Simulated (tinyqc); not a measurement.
Elastic trap-assisted tunnelling through a dielectric: two steps of the calculation.

Emitter at x = 0 (Fermi level 0), collector at x = t (Fermi level -V), band edge U(x) = phi - F x, F = V/t. A trap at x has the energy E = U(x) - Et. With G(u) = (4/(3 F)) sqrt(mo/C) max(u, 0)^1.5, C = hbar^2/(2 m0): S1 = G(phi - E) - G(Et), S2 = G(Et) - G(phi - V - E), T1,2 = exp(-S1,2). The steady rate through one trap is nu T1 T2 (f1 - f2)/(T1 + T2), f1 = f(E), f2 = f(E + V), f(y) = 1/(1 + exp(y/Vt)); both contacts offer states at E.

Parameters, values chosen for the exercise; dielectric values close to those of hafnium oxide: temperature T = 300 K; barrier above the emitter Fermi level phi = 1.52 eV; tunnelling mass mo = 0.19 m0; thickness t = 5.7 nm; trap depth below the band edge of the dielectric Et = 1.28 eV; trap density Nt = 4.2e17 cm^-3; attempt frequency nu = 1e13 1/s; points of the grid n = 11; voltage V = 1.09 V; left end of the grid xa = 1.29 nm; right end of the grid xb = 3.67 nm.

Constants: q = 1.602176634e-19 C, kB = 1.380649e-23 J/K, hbar = 1.054571817e-34 J s, m0 = 9.1093837015e-31 kg, Vt = kB T/q, hbar^2/(2 m0) = 0.0380998212 eV nm^2. Results are converted to the units shown.

Problem 1. Rate through a trap near the best position. n equally spaced x from xa to xb, where nearly all of the current flows; J = q Nt times the integral of the rate, by Simpson's rule.

Find: x; E; S1; S2; f1 - f2; rate; J.

Solution 1.

```
point	x (nm)	E (eV)	S1	S2	f1 - f2	rate (1/s)
0	1.2900	-0.00668	6.823	18.055	0.56428	81315
1	1.5280	-0.05220	8.146	17.335	0.88278	2.6144e5
2	1.7660	-0.09771	9.489	16.580	0.97768	6.1576e5
3	2.0040	-0.14322	10.850	15.791	0.99609	1.3717e6
4	2.2420	-0.18873	12.230	14.970	0.99933	2.9577e6
5	2.4800	-0.23425	13.629	14.119	0.99988	4.5771e6
6	2.7180	-0.27976	15.046	13.238	0.99998	2.5099e6
7	2.9560	-0.32527	16.481	12.328	1.0000	6.8491e5
8	3.1940	-0.37078	17.934	11.391	1.0000	1.6249e5
9	3.4320	-0.41629	19.404	10.426	1.0000	37395
10	3.6700	-0.46181	20.892	9.435	1.0000	8447.4
```

J = 0.021520 A/cm^2

Problem 2. The best-placed trap against direct tunnelling. At x = xs: E, S1, S2 and the occupation (T1 f1 + T2 f2)/(T1 + T2). Direct tunnelling at E = 0 has S = (4/(3 F)) sqrt(mo/C) [phi^1.5 - max(phi - V, 0)^1.5].

xs = 2.48 nm

Find: E; S1; S2; occupation; S of direct tunnelling.

Solution 2.

E = -0.2342 eV
S1 = 13.63
S2 = 14.12
occupation = 0.6201
S of direct tunnelling = 24.79

Range of the model: Phonon-assisted (inelastic) capture, chains of traps and a spread of trap depths are left out.

Numbers from tinyqc (`OMP_NUM_THREADS=1 python tinyqc.py 2370160 2370161 out.jsonl`; about 0.05 s on one thread of a shared Intel Xeon 2.30GHz).
